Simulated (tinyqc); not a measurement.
# Off-state leakage of single and stacked transistors, step by step

tinyqc, about 0.03 s, one thread, Intel Xeon 2.30GHz (shared host): `OMP_NUM_THREADS=1 python tinyqc.py 2242183 2242184 out.jsonl` Printed values are rounded.

n-channel devices of unit width. Subthreshold current I(Vg, Vs, Vd) = I0 (T/300 K)^0.5 exp[(Vg - Vs - VT(T) - gb (Vs - Vb) + dd (Vd - Vs))/(nf Vt)] (1 - exp(-(Vd - Vs)/Vt)), VT(T) = VT - cT (T - 300 K). Gate-edge tunnelling Ig (Vd/1 V) exp(ag (Vd - 1 V)), for a gate at 0 V, and band-to-band leakage Ab u exp(-Bb/u), u = Vd - Vb + 1 V, flow at a drain held at V; both are taken as independent of T. In a stack of off transistors (all gates at 0 V) the same subthreshold current passes through each.

Inputs (values chosen for the exercise); values of the order met in bulk silicon logic transistors: temperature T = 330 K; supply voltage V = 0.9 V; threshold at 300 K, zero drain and body bias VT = 0.26 V; fall of the threshold with temperature cT = 1 mV/K; current at threshold at 300 K I0 = 0.31 uA/um; slope factor nf = 1.35; drain-induced lowering per volt dd = 0.06; rise of the threshold per volt of source-body bias gb = 0.24; gate-edge tunnelling current at 1 V Ig = 5e-6 uA/um; exponential slope of the gate current ag = 5.4 1/V; prefactor of band-to-band leakage at the drain Ab = 300 uA/(um V); its exponential voltage Bb = 29 V; body voltage Vb = -0.3 V.

Constants: q = 1.602176634e-19 C, kB = 1.380649e-23 J/K, Vt = kB T/q. Results are converted to the units shown.

## Leakage of one transistor

Vg = Vs = 0, Vd = V; effective threshold VT(T) - gb Vb - dd V.

effective threshold = 0.248 V
parts (nA/um): subthreshold 0.508774, gate edge 0.00262237, band-to-band 1.24381
total = 1.75520 nA/um
shares (%): subthreshold 28.9866, gate edge 0.149405, band-to-band 70.8640

The band-to-band part is the largest.

## Starting value

Vx = dd V/(1 + gb + 2 dd), the solution for Vx well above Vt, rounded to three decimals.

Vx at the start = 0.04 V

## Iteration 1: new Vx

Stack of two, Vx the node between them: I_low = I(0, 0, Vx), I_up = I(0, Vx, V), f = ln(I_up/I_low), f' = -(1 + gb + 2 dd)/(nf Vt) - 1/(Vt (exp(Vx/Vt) - 1)) - 1/(Vt (exp((V - Vx)/Vt) - 1)), Vx(new) = Vx - f/f'.

I_low = 0.100174 nA/um
I_up = 0.131301 nA/um
f = 0.270582
f' = -46.8352 1/V
Vx after iteration 1 = 0.0457773 V

## Iteration 2: new Vx

As before.

I_low = 0.107113 nA/um
I_up = 0.107970 nA/um
f = 0.00797596
f' = -44.2134 1/V
Vx after iteration 2 = 0.0459577 V

## Iteration 3: new Vx

As before.

I_low = 0.107312 nA/um
I_up = 0.107313 nA/um
f = 6.26491e-6
f' = -44.1440 1/V
Vx after iteration 3 = 0.0459579 V

## Course of the iteration

Stop when the step is below 1e-11 V, or after 40 iterations.

Course of the iteration:
```
iteration  Vx before the step (V)  step (V)
1                            0.04   5.78e-3
2                       0.0457773   1.80e-4
3                       0.0459577   1.42e-7
4                       0.0459579  8.73e-14
```

Converged in 4 iterations. The subthreshold current of the stack is 0.1073 nA/um, 4.74 times less than that of one transistor (the drain leakage is unchanged); the estimate exp[dd V (1 + gb + dd)/((1 + gb + 2 dd) nf Vt)] gives 3.84.
